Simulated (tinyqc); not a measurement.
Free-carrier absorption and index change in the near infrared: free-carrier optics of a doped semiconductor (Drude model with one polar phonon).

eps(E) = ei [1 - Ep^2/(E^2 + i E Gam)] + (es - ei) wT^2/(wT^2 - E^2 - i E gT), with Ep^2 = 8 pi c (e^2/(4 pi eps0)) N/(m ei), c = hbar^2/2m0, N in 1/angstrom^3 (1e-24 per 1/cm^3); Gam = hbar/tau, tau = mu m m0/e with m0/e = 5.685630e-12 kg/C and mu in m^2/(V s). Energies in meV.

n + i k = sqrt(eps1 + i eps2) with k >= 0; R = ((n - 1)^2 + k^2)/((n + 1)^2 + k^2) at normal incidence from vacuum; alpha = 2 E k/(hbar c), times 1e8 for 1/cm; loss function Im(-1/eps) = eps2/(eps1^2 + eps2^2).

Constants: hbar^2/2m0 = 3.80998211 eV angstrom^2; e^2/(4 pi eps0) = 14.39964547 eV angstrom; hbar = 6.58211957e-16 eV s; hbar c = 1973.269805 eV angstrom.

Inputs chosen for the exercise (mass and dielectric values near those of SiC; N and mu are free inputs; interband absorption and the rise of the mass with filling are left out; not measured data): N = 8.2e+19 1/cm^3 (carrier density); m = 0.431 m0 (conductivity mass); mu = 180 cm^2/(V s) (mobility); ei = 6.62 (high-frequency dielectric constant).

At the wavelengths listed E = hc/lambda (hc = 1239.841984 eV nm). Approximate forms: alpha = ei Ep^2 Gam/(E^2 sqrt(ei) hbar c) and dn = -sqrt(ei) Ep^2/(2 E^2). The phonon term is left out here.

Free carriers:
```
lambda (micrometre)  E (meV)  alpha (1/cm)  alpha, approximate       dn  dn, approximate
1.31                   946.4          88.0                86.1  -0.0575          -0.0569
1.55                   799.9           124                 121  -0.0809          -0.0797
2.00                   619.9           212                 201   -0.136           -0.133
3.00                   413.3           514                 451   -0.318           -0.298
5.00                   248.0      2.09e+03            1.25e+03    -1.03           -0.829
8.00                   155.0      3.24e+04            3.21e+03    -2.32            -2.12
10.60                  117.0      4.17e+04            5.64e+03    -2.23            -3.73
```

What can be read from this table?

At 1.55 micrometre alpha = 124 1/cm and dn = -0.0809; a phase shift of pi needs a length lambda/(2 |dn|) = 9.58 micrometre, over which the loss is 0.52 dB. The approximate alpha is within 5 % up to 1.55 micrometre of the wavelengths listed; it needs photon energies well above both Ep and Gam, which lie at 6.2 and 83.1 micrometre. Interband and intervalley absorption are left out.

tinyqc: `OMP_NUM_THREADS=1 python tinyqc.py 1682784 1682785 out.jsonl`; about 0.01 s, one thread, shared Intel(R) Xeon(R) Processor @ 2.30GHz.
